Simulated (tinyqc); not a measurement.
# Trap depth and cross-section from two peaks

Problem. A DLTS peak lies where ew = sn g T^2 exp(-Et/kB T), g = vth Nc/(300 K)^2. Find Et and sn.

Parameters, values chosen for the exercise: conduction-band density of states at 300 K Nc = 2.32e18 cm^-3; thermal velocity at 300 K vth = 2.6e7 cm/s.

Constants: q = 1.602176634e-19 C, kB = 1.380649e-23 J/K. Results are converted to the units shown.

peak temperatures for ew = 5 and 1000 1/s (K): [163.92339, 203.93740]

Solution. The slope of ln(ew/T^2) against q/kB T is -Et, and the intercept is ln(sn g).

Et = 0.3500 eV
sn = 1.600e-14 cm^2

Numbers from tinyqc (`OMP_NUM_THREADS=1 python tinyqc.py 2050168 2050169 out.jsonl`; about 0.01 s on one thread of a shared Intel Xeon 2.30GHz).
